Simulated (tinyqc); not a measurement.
Holstein polaron on two sites: one step, computed by the program tinyqc. Command: `OMP_NUM_THREADS=1 python tinyqc.py 3016820 3016821 out.jsonl holstein walk`. One thread of a shared host (Intel(R) Xeon(R) Processor @ 2.30GHz), about 0.01 s of CPU time with the checks.

One electron on sites 1 and 2: H = -t (c1+ c2 + c2+ c1) + hbar omega sum_i b_i+ b_i - g hbar omega sum_i n_i (b_i + b_i+). The symmetric phonon shifts the energy by -g^2 hbar omega/2 and drops out; with b = (b_1 - b_2)/sqrt(2) there remains H = -t sigma_x + hbar omega b+ b - (g hbar omega/sqrt(2)) sigma_z (b + b+). Parity splits it into blocks p = +1 and -1 over phonon numbers n. Zero-point energies are left out. Weights Z refer to mode b alone; the displaced symmetric mode multiplies the full zero-phonon weight by exp(-g^2/2).

Problem. Levels in the small basis. Diagonalise H; the eigenvector has its largest component positive; Z is the weight of n = 0.

H, even block (meV):
```
          1         2         3         4         5         6
1  -63.8408  -36.8530    0.0000    0.0000    0.0000    0.0000
2  -36.8530   60.7592  -52.1180    0.0000    0.0000    0.0000
3    0.0000  -52.1180   37.3592  -63.8313    0.0000    0.0000
4    0.0000    0.0000  -63.8313  161.9592  -73.7060    0.0000
5    0.0000    0.0000    0.0000  -73.7060  138.5592  -82.4058
6    0.0000    0.0000    0.0000    0.0000  -82.4058  263.1592
```

Give: levels; lowest eigenvector; Z in the small basis.

Solution.

levels (meV): -76.38  -17.42  59.57  105.25  213.47  313.46

lowest eigenvector: 0.93061  0.31652  0.17479  0.05301  0.02004  0.00486

Z in the small basis = 0.86603
